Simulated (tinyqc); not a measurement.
Worked calculation: smearing for a one-band metal on the square lattice. Values are carried at full precision from step to step, so a last printed digit may differ when a step is redone from the rounded ones.

Lattice vectors (units of a): a1 = (1, 0), a2 = (0, 1). E(k) = -t A_1(k) - t2 A_2(k), A_m the sum of cos(k . R) over the 4 nearest and 4 second lattice vectors. Mesh k = sum (j_i/N) b_i, j_i = 0 .. N-1.

Values chosen for the exercise: t = 1.2 eV (nearest hopping); t2 = 0.21 eV (second hopping); N = 6 (unshifted mesh); ne = 1.38 (electrons per cell); sigma = 0.36 eV (width).

## Levels on the mesh

Evaluate the band and collect equal energies with their counts.

Distinct levels:

| E_k (eV) | points |
|---|---|
| -5.6400 | 1 |
| -4.0200 | 4 |
| -2.6100 | 4 |
| -0.7800 | 4 |
| 0.2100 | 8 |
| 0.8400 | 2 |
| 1.6200 | 4 |
| 2.1900 | 4 |
| 3.1800 | 4 |
| 3.9600 | 1 |

10 distinct levels; the mean spacing is 1.067 eV.

## Fermi level with cold (Marzari-Vanderbilt) smearing

With x = (E_k - mu)/sigma: cold (Marzari-Vanderbilt) with y = x + 1/sqrt(2), f = erfc(y)/2 + exp(-y^2)/sqrt(2 pi), s = y exp(-y^2)/sqrt(2 pi). With weights w = points/N^d (d the dimension), mu solves 2 sum w f = ne; E = 2 sum w f E_k, S = 2 sum w s, F = E - sigma S.

Weights w = points/total. Bisection from the lowest and highest level; ten steps are shown.

Bisection:

| step | low (eV) | high (eV) | mu (eV) | electrons |
|---|---|---|---|---|
| 1 | -5.6400 | 3.9600 | -0.8400 | 0.5654 |
| 2 | -0.8400 | 3.9600 | 1.5600 | 1.3480 |
| 3 | 1.5600 | 3.9600 | 2.7600 | 1.7431 |
| 4 | 1.5600 | 2.7600 | 2.1600 | 1.5949 |
| 5 | 1.5600 | 2.1600 | 1.8600 | 1.4814 |
| 6 | 1.5600 | 1.8600 | 1.7100 | 1.4106 |
| 7 | 1.5600 | 1.7100 | 1.6350 | 1.3767 |
| 8 | 1.6350 | 1.7100 | 1.6725 | 1.3932 |
| 9 | 1.6350 | 1.6725 | 1.6538 | 1.3848 |
| 10 | 1.6350 | 1.6538 | 1.6444 | 1.3807 |

## Occupations and energies

Converge mu, then list x, f and s of each level and form the sums.

mu = 1.6426 eV

x, f and s of each level:

| E_k (eV) | x | f | s |
|---|---|---|---|
| -5.6400 | -20.23 | 1.0000 | 0.0000 |
| -4.0200 | -15.73 | 1.0000 | 0.0000 |
| -2.6100 | -11.81 | 1.0000 | 0.0000 |
| -0.7800 | -6.73 | 1.0000 | 0.0000 |
| 0.2100 | -3.98 | 1.0000 | 0.0000 |
| 0.8400 | -2.23 | 1.0236 | -0.0598 |
| 1.6200 | -0.06 | 0.4446 | 0.1697 |
| 2.1900 | 1.52 | 0.0036 | 0.0062 |
| 3.1800 | 4.27 | 0.0000 | 0.0000 |
| 3.9600 | 6.44 | 0.0000 | 0.0000 |

E = -1.6093 eV
S = 0.0324
F = -1.6210 eV
(E + F)/2 = -1.6152 eV

Levels with f between 0.001 and 0.999: 2. f leaves the range 0 to 1: it runs from 0.0000 to 1.0236. For this scheme F itself has no term in sigma^2, so F is the estimate of the energy at zero width. That argument needs a smooth density of states, and the number of distinct levels within 2 sigma of mu is only 2, so it may fail on this mesh.

## Checks

- The slope dF/d sigma by finite differences against -S: both -0.032436.
- The slope dF/d ne by finite differences against mu (eV): both 1.6426.

tinyqc: `OMP_NUM_THREADS=1 python tinyqc.py 1652162 1652163 out.jsonl`; about 0.07 s, one thread, shared Intel(R) Xeon(R) Processor @ 2.30GHz.
